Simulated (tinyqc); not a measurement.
MOSFET in saturation, small-signal circuit and noise: one step of the calculation.

Bias by the inversion coefficient IC = I/Ispec (charge-based model with velocity saturation; weak inversion below 0.1, strong above 10). Common-source circuit: gm, gds, Cgs, Cgd and Cj at the inner nodes, Rg in series with the gate; quasi-static, no source or drain resistance, no gate-body capacitance, no substrate network, no induced gate noise, so fmax is an upper estimate.

Problem. Capacitances, gate resistance and cut-off frequencies. qs = [sqrt(1 + 4 IC) - 1]/2, Cgs = Cox W L qs (2 qs + 3)/(3 (qs + 1)^2) + Cov W, Cgd = Cov W, Cd = Cj W, Rg = Rsh (Wf/L)/(12 Nf) + Rc/W with Nf = W/Wf fingers (not rounded) contacted at both ends. fT = gm/(2 pi (Cgs + Cgd)), fmax = fT/(2 sqrt(Rg (gds + 2 pi fT Cgd))).

Parameters, values chosen for the exercise: gate length L = 180 nm; total gate width W = 80 um; gate capacitance Cox = 1.85 uF/cm^2; overlap and fringe capacitance per side Cov = 0.33 fF/um; drain junction capacitance Cj = 0.35 fF/um; sheet resistance of the gate Rsh = 15 ohm; finger width Wf = 2 um; gate contact and vertical resistance Rc = 200 ohm um; inversion coefficient IC = 0.79.

gm = 3.8200434 mS
gds = 0.084040955 mS

Wanted: Cgs; Cgd; Cd; Rg; fT; fmax.

Solution.

Cgs = 107.1 fF
Cgd = 26.40 fF
Cd = 28.00 fF
Rg = 2.847 ohm
fT = 4.553 GHz
fmax = 46.57 GHz

Overlap and fringe make up 39.5 % of the gate capacitance; fmax is 10.2 times fT.

Computed by the program tinyqc: `OMP_NUM_THREADS=1 python tinyqc.py 2150009 2150010 out.jsonl`, one thread of a shared Intel Xeon 2.30GHz, about 0.01 s for the whole run.
